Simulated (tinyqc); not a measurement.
# Gate-all-around wire, scale length and short-channel effects: two studies

A round wire of diameter ts in an insulator shell of thickness ti under a surrounding gate. Below threshold the potential that source and drain add obeys Laplace's equation and vanishes on the gate. Its lowest mode decays along the channel as exp(-k y); k is the smallest positive root of the matching condition at the interface, and the scale length is Lambda = pi/k.

Parameters, values chosen for the exercise; permittivities: semiconductor close to that of silicon, insulator close to that of hafnium oxide:
```
symbol,value,unit,meaning
T,273,K,temperature
eps_r,11.5,,relative permittivity of the semiconductor
ei,21,,relative permittivity of the insulator
ti,3.9,nm,insulator thickness
ts,14.7,nm,wire diameter
L,30,nm,channel length
Vbi,1.03,V,potential of the source
sT,0.45,V,potential of the barrier top at threshold
Vds,1,V,drain voltage
```

Constants: q = 1.602176634e-19 C, kB = 1.380649e-23 J/K, Vt = kB T/q. Results are converted to the units shown.

Each table varies one quantity; the others keep the values above.

## Effect of the drain voltage

k is the smallest positive root of f(k) = ei J0(u)[J1(u) Y0(v) - Y1(u) J0(v)] - eps_r J1(u)[J0(u) Y0(v) - Y0(u) J0(v)], u = k ts/2, v = u + k ti. Along the channel psi(y) = s + a exp(y/l) + b exp(-y/l) with psi(0) = Vbi, psi(L) = Vbi + Vds and l = 1/k = Lambda/pi; with A = Vbi - s, B = A + Vds, x = exp(-L/l): a = (B - A x) x/(1 - x^2), b = (A - B x)/(1 - x^2). The minimum is s + 2 sqrt(a b), at y = (l/2) ln(b/a). The long-channel potential follows the gate as s = sT + (Vg - VTL)/m, and the threshold VT is the gate voltage at which the minimum equals sT. Swing = m Vt ln 10/g at threshold, g = d(minimum)/ds = 1 - (b x + a)/((1 + x) sqrt(a b)). DIBL = [VT(0.05 V) - VT(Vds)]/(Vds - 0.05 V). sT and Vbi are held fixed; m = 1.

The same in every row: Lambda (nm) = 12.76; L/Lambda = 2.352.

Results:

| Vds (V) | VT - VTL at Vds (mV) | DIBL (mV/V) | swing (mV/decade) |
|---|---|---|---|
| 0.2 | -35.19 | 23.87 | 57.03 |
| 0.35 | -38.46 | 22.82 | 57.08 |
| 0.5 | -41.49 | 21.94 | 57.13 |
| 0.8 | -47.00 | 20.51 | 57.26 |
| 0.95 | -49.55 | 19.92 | 57.33 |
| 1.1 | -51.98 | 19.39 | 57.39 |

Estimate the missing row, Vds = 0.65 V.

Computed row:

| Vds (V) | VT - VTL at Vds (mV) | DIBL (mV/V) | swing (mV/decade) |
|---|---|---|---|
| 0.65 | -44.32 | 21.18 | 57.19 |

With this row back in the table: As Vds goes from 0.2 to 1.1 V, Lambda stays at 12.8 nm, DIBL falls from 23.9 to 19.4 mV/V and the swing rises from 57.0 to 57.4 mV a decade.

## Effect of the wire diameter

Same model as above.

Results:

| ts (nm) | Lambda (nm) | L/Lambda | VT - VTL at Vds (mV) | DIBL (mV/V) | swing (mV/decade) |
|---|---|---|---|---|---|
| 5.9 | 7.989 | 3.755 | -5.284 | 2.052 | 54.51 |
| 7.3 | 8.658 | 3.465 | -8.365 | 3.251 | 54.70 |
| 9.1 | 9.572 | 3.134 | -14.16 | 5.512 | 55.07 |
| 11 | 10.60 | 2.829 | -23.09 | 9.001 | 55.63 |
| 18 | 14.78 | 2.030 | -86.69 | 34.18 | 59.60 |
| 22 | 17.30 | 1.735 | -145.9 | 58.01 | 63.23 |

Estimate the missing row, ts = 14 nm.

Computed row:

| ts (nm) | Lambda (nm) | L/Lambda | VT - VTL at Vds (mV) | DIBL (mV/V) | swing (mV/decade) |
|---|---|---|---|---|---|
| 14 | 12.34 | 2.432 | -44.14 | 17.28 | 56.96 |

With this row back in the table: As ts goes from 5.9 to 22 nm, Lambda rises from 7.99 to 17.3 nm, DIBL rises from 2.05 to 58.0 mV/V and the swing rises from 54.5 to 63.2 mV a decade. On average Lambda goes as ts^(0.59).

tinyqc, about 0.01 s, one thread, Intel Xeon 2.30GHz (shared host): `OMP_NUM_THREADS=1 python tinyqc.py 2420096 2420097 out.jsonl`
